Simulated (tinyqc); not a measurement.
Worked calculation: strained quantum well: band edges, subbands and transparency. Values are carried at full precision from step to step, so a last printed digit may differ when a step is redone from the rounded ones.

Growth on (001), barriers unstrained: tr(e) = e (2 - nu2), Z = b e (1 + nu2); Ec = Ev + Eg + ac tr(e), E_HH = Ev + av tr(e) + Z, E_LH = Ev + av tr(e) - Z (coupling to the split-off band left out).

Constants: hbar^2/2m0 = 3.80998211 eV angstrom^2; hc = 1239.841984 eV nm; kB = 8.617333262e-05 eV/K.

Inputs chosen for the exercise (near those of a GaAsP/AlGaAs well; shifted at random, so the results belong to these values and not to a real crystal):

| symbol | value | unit | meaning |
|---|---|---|---|
| e | 0.0039 |  | strain in the plane |
| nu2 | 0.922 |  | 2 C12/C11 |
| Eg | 1.559 | eV | unstrained gap of the well |
| Ev | -0.852 | eV | its valence edge |
| ac | -7.28 | eV |  |
| av | 1.22 | eV | Ev moves by av tr(e) |
| b | -1.96 | eV | shear potential |
| Egb | 1.924 | eV | gap of the barrier |
| Evb | -1 | eV | its valence edge |
| L | 68 | angstrom | well width |
| me | 0.0739 | m0 | electron mass |
| g1 | 6.66 |  | gamma1 |
| g2 | 1.89 |  | gamma2 |
| meb | 0.1 | m0 |  |
| g1b | 5.7 |  |  |
| g2b | 1.6 |  |  |
| T | 300 | K | temperature |
| Br | 1.2 | x 1e-4 cm^2/s | two-dimensional radiative coefficient |

## Strained band edges and offsets

Give tr(e), Z, the edges Ec, E_HH, E_LH and the well depths against the barrier.

tr(e) = 0.00420
Z = -0.0147 eV

Ec, E_HH, E_LH (eV): 0.6764  -0.8616  -0.8322

depths for e, HH, LH (eV): 0.2476  0.1384  0.1678

The well is under tension, which puts LH on top, by 29 meV; the gap becomes 1.5086 eV, -50 meV from the unstrained one.

## Subband edges

Masses along z: me, 1/(g1 - 2 g2) for HH, 1/(g1 + 2 g2) for LH, likewise in the barrier; in the plane me, 1/(g1 + g2) for HH and 1/(g1 - g2) for LH (no mixing, which understates the hole masses away from k = 0). Level n solves k L + 2 atan[(k/m)/(kappa/mb)] = n pi, k = sqrt(m E/c), kappa = sqrt(mb (V - E)/c), c = hbar^2/2m0.

Up to three electron, four HH and two LH levels, on the common energy scale, with their masses in the plane.

Subbands:

| level | E (eV) | m in the plane |
|---|---|---|
| e1 | 0.7253 | 0.0739 |
| e2 | 0.8612 | 0.0739 |
| lh1 | -0.8697 | 0.2096 |
| hh1 | -0.8758 | 0.1170 |
| hh2 | -0.9172 | 0.1170 |
| lh2 | -0.9684 | 0.2096 |
| hh3 | -0.9790 | 0.1170 |

lowest transition = 1.5950 eV
wavelength hc/E = 777.3 nm

The top hole level is lh1, so the edge is mainly TM polarised; hh1 lies 6 meV lower, within kT at room temperature, so both polarisations contribute.

## Transparency density

Transparency (Bernard-Duraffourg): Fc - Fv equals the lowest transition energy with n = p, n = sum m/(2 pi c) kB T ln(1 + exp((Fc - E)/kB T)) and p likewise over the listed subbands; c = hbar^2/2m0, 1/angstrom^2 = 1e16/cm^2.

Solve for u = (Fc - e1)/kB T; give n_tr, the share of holes in the top subband and the current e Br n_tr^2 (e = 1.602177e-19 C).

u = 1.044
n_tr = 1.086 x 1e12/cm^2
share = 0.629
current density = 22.7 A/cm^2

For mirror-image bands u = 0 and n_tr = me kB T ln2/(2 pi c) = 0.553 x 1e12/cm^2; the heavier or more numerous hole states raise it by a factor 1.96.

## Checks

- Transparency for equal single subbands against m kB T ln2/(2 pi c): both 0.3743.

(tinyqc, `OMP_NUM_THREADS=1 python tinyqc.py 1250455 1250456 out.jsonl`, Intel(R) Xeon(R) Processor @ 2.30GHz, 1 thread, shared host, about 0.01 s.)
